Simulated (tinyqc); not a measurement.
Inside a calculation: two-band k.p model of the Delta valleys near the X point under shear strain. Values are carried at full precision from step to step, so a last printed digit may differ when a step is redone from the rounded ones.

Constants: hbar^2/2m0 = 3.80998211 eV angstrom^2.

Parameters, chosen for this exercise (near those of Si; shifted at random, so the results belong to these values and not to a real crystal):
```
symbol  value                   unit        meaning
a       5.42                    angstrom    lattice constant
ml      0.938                   m0          longitudinal mass
mt      0.196                   m0          transverse mass
kx0     0.145                   2 pi/a      distance of the minimum from X
D       14                      eV          shear deformation potential
Mp      0.226                   m0          coupling mass
exy     0.0017                              shear strain
k       (-0.069, 0.042, 0.118)  1/angstrom  wave vector from X
```

## Scales

k0 = kx0 2 pi/a; Delta = 2 c k0^2/ml with c = hbar^2/2m0, half the splitting of the two bands at k0; eta = D exy/Delta measures the shear coupling against it.

k0 = 0.16809 1/angstrom
Delta = 0.22953 eV
eta = 0.1037
splitting of the two bands at X, 2 |D exy| = 0.0476 eV

## The Hamiltonian at one k

Valley pair on the [001] axis, kz counted from the X point, c = hbar^2/2m0, k0 = kx0 2 pi/a. H = (c kz^2/ml + c (kx^2 + ky^2)/mt + c k0^2/ml) 1 + (2 c k0 kz/ml) sigma_z + (D exy - 2 c kx ky/Mp) sigma_x, so E = c kz^2/ml + c (kx^2 + ky^2)/mt + c k0^2/ml -/+ sqrt((2 c k0 kz/ml)^2 + (D exy - 2 c kx ky/Mp)^2). Without strain the lower band has its minima, E = 0, at kz = +/- k0. Shifts from diagonal strain are left out.

Fill in the 2 x 2 matrix (sigma_z diagonal) and give its levels.

H(k) (eV):
```
[[0.4593, 0.1215],
 [0.1215, 0.1370]]
```

levels (eV): [0.0963, 0.5000]

## Position, depth and masses of the minimum

For |eta| < 1: k_min = k0 sqrt(1 - eta^2), E_min = -Delta eta^2/2, ml(eta) = ml/(1 - eta^2), 1/m[110] = 1/mt + eta/Mp, 1/m[1-10] = 1/mt - eta/Mp. For |eta| > 1 the minimum sits at X: E_min = -Delta (2 |eta| - 1)/2, ml(eta) = ml/(1 - 1/|eta|), and eta is replaced by its sign in the transverse masses.

k_min = 0.1672 1/angstrom
E_min = -1.23 meV
ml(eta) = 0.948 m0

masses along [110] and [1-10] (m0): [0.1798, 0.2154]

The minimum has moved 0.5 % of the way to X; electrons are lighter along [110] (-8.3 % against mt) and heavier across (+9.9 %).

## The two bands along kz

kx = ky = 0, kz from 0 to 1.6 k0 in steps of 0.2 k0, with and without the strain.

Levels (eV):
```
kz/k0  kz (1/angstrom)    lower   upper  lower, no strain  upper, no strain
0.0             0.0000   0.0910  0.1386            0.1148            0.1148
0.2             0.0336   0.0676  0.1711            0.0735            0.1653
0.4             0.0672   0.0383  0.2280            0.0413            0.2249
0.6             0.1009   0.0163  0.2958            0.0184            0.2938
0.8             0.1345   0.0031  0.3734            0.0046            0.3718
1.0             0.1681  -0.0012  0.4603            0.0000            0.4591
1.2             0.2017   0.0036  0.5565            0.0046            0.5555
1.4             0.2353   0.0175  0.6619            0.0184            0.6611
1.6             0.2689   0.0405  0.7766            0.0413            0.7758
```

## Checks

- Depth of the minimum by numerical search against the closed form (eV): both -0.001234.
- Mass along [110] by finite differences against the closed form: both 0.1798.

Program tinyqc; command `OMP_NUM_THREADS=1 python tinyqc.py 1080052 1080053 out.jsonl`; about 0.01 s on one thread of a shared Intel(R) Xeon(R) Processor @ 2.30GHz.
